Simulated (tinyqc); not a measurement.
Vacuum evaporation: vapour pressure, source flux, thickness distribution, purity and step coverage: one step, computed by the program tinyqc.

Molecular flow, unit sticking of the metal, no re-evaporation. The background gas is taken as water vapour (18.015 g/mol, collision diameter 0.37 nm) at 300 K.

Problem. Vapour pressure and flux. log10(p_v/Pa) = A - B/T; flux from the surface Phi = p_v/sqrt(2 pi m k_B T), m = M u. Mass loss = Phi x area x m; heat of evaporation = ln(10) R B; d ln Phi/dT = ln(10) B/T^2 - 1/(2 T).

Inputs (values chosen for the exercise, modelled on nickel, with constants for the liquid):
```
quantity,value,unit
molar mass M,58.69,g/mol
vapour-pressure constant A,11.65,-
vapour-pressure constant B,20710,K
source temperature T,1880,K
source area,0.19,cm^2
```

Constants: u = 1.6605390666e-27 kg; k_B = 1.380649e-23 J/K; R = 8.314462618 J/(mol K).

Give: vapour pressure p_v; flux Phi; mass loss; heat of evaporation; change of flux per kelvin.

Solution.

vapour pressure p_v = 4.306 Pa

flux Phi = 3.415e+18 1/(cm^2 s)

mass loss = 0.2277 g/h

heat of evaporation = 396.5 kJ/mol

change of flux per kelvin = 1.323 %/K

Holding the rate to 1 % needs the temperature to about 0.76 K.
